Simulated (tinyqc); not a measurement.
Vacuum evaporation: vapour pressure, source flux, thickness distribution, purity and step coverage: one step, computed by the program tinyqc.

Molecular flow, unit sticking of the metal, no re-evaporation. The background gas is taken as water vapour (18.015 g/mol, collision diameter 0.37 nm) at 300 K.

Task: Scattering and purity. Mean free path lambda = k_B T_g/(sqrt2 pi d^2 p); unscattered share exp(-h/lambda); gas arrival p/sqrt(2 pi m_g k_B T_g); impurity ratio = sticking x gas arrival/metal arrival; monolayer time = 1e15 cm^-2/(sticking x gas arrival).

Inputs (values chosen for the exercise, modelled on germanium, with constants for the liquid):
```
quantity                     value  unit
source temperature T          1720     K
source-to-wafer distance h      54    cm
background pressure p       0.0001    Pa
sticking of background gas     0.3     -
```

arrival rate at the centre = 1.698800e+15 1/(cm^2 s)

Constants: k_B = 1.380649e-23 J/K; u = 1.6605390666e-27 kg.

Give: mean free path; unscattered share; gas arrival rate; impurity ratio; monolayer time.

Result:

mean free path = 68.10 m

unscattered share = 0.9921

gas arrival rate = 3.584e+14 1/(cm^2 s)

impurity ratio = 0.06329

monolayer time = 9.301 s
